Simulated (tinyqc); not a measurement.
Hot electrons in a saturated n-channel MOSFET, lucky-electron model: one step of the calculation.

Beyond pinch-off the lateral field grows as Esat cosh(y/l) over the velocity-saturated region (pseudo-two-dimensional model). Impact ionisation in this region gives the substrate current, which biases the body forward through Rsub. Currents are per width. Local-field laws: they overstate ionisation when the field peak is narrower than an energy relaxation length.

Task. Gate current, lifetime and channel shortening. Ig = Cg Id exp(-pb/(lm Em)); lifetime tau = (Hl/Id)(Isub/Id)^(-m); length of the saturated region dL = l ln[(dV/l + Em)/Esat]. 1 year = 3.15576e7 s.

Inputs (values chosen for the exercise); values close to those of silicon n-channel devices:
```
symbol,value,unit,meaning
lm,7.9,nm,hot-electron mean free path
pb,3.2,V,oxide barrier
Cg,0.0025,,prefactor of the gate current
m,2.9,,lifetime exponent
Hl,4100,s uA/um,lifetime constant
```

Id = 410.70459 uA/um
dV = 1.6183116 V
Em = 0.46321523 MV/cm
Isub = 23.619323 uA/um
l = 35.105555 nm
Esat = 0.045405405 MV/cm

Wanted: Isub/Id; Ig; tau; dL.

Result.

Isub/Id = 0.05751
Ig = 163.6 pA/um
tau = 0.001250 years
dL = 105.8 nm

The lifetime misses ten years.

Numbers from tinyqc (`OMP_NUM_THREADS=1 python tinyqc.py 2550145 2550146 out.jsonl`; about 0.01 s on one thread of a shared Intel Xeon 2.30GHz).
